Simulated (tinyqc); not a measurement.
Inverter chain driving a load.

N inverters, each f = Hc^(1/N) times larger than the one before: delay tau N (f + pp). Switched capacitance in units of the first input, with output capacitance pp times the input: Hc + (1 + pp)(Hc - 1)/(f - 1).

Parameters, values chosen for the exercise:
- Hc = 32 (load over the input capacitance of the chain)
- pp = 1.5 (parasitic delay of an inverter)
- tau = 2.3 ps (delay unit)

Results:

| N | f | delay (ps) | switched capacitance |
|---|---|---|---|
| 1 | 32.00 | 77.05 | 34.50 |
| 2 | 5.657 | 32.92 | 48.64 |
| 4 | 2.378 | 35.68 | 88.22 |
| 5 | 2.000 | 40.25 | 109.5 |
| 6 | 1.782 | 45.29 | 131.1 |
| 7 | 1.641 | 50.56 | 153.0 |

Estimate the missing row, N = 3.

Computed row:

| N | f | delay (ps) | switched capacitance |
|---|---|---|---|
| 3 | 3.175 | 32.26 | 67.64 |

With this row back in the table: The delay goes from 77.0 through a minimum of 32.3 (at N = 3 among the rows listed) to 50.6 ps. The best stage effort solves pp + rho (1 - ln rho) = 0, rho = 3.97, which gives N = ln Hc/ln rho = 2.51. One stage fewer than the best costs 2.1 % in delay and saves 28 % of the switched capacitance.

Computed by the program tinyqc: `OMP_NUM_THREADS=1 python tinyqc.py 2082124 2082125 out.jsonl`, one thread of a shared Intel Xeon 2.30GHz, about 0.01 s for the whole run.
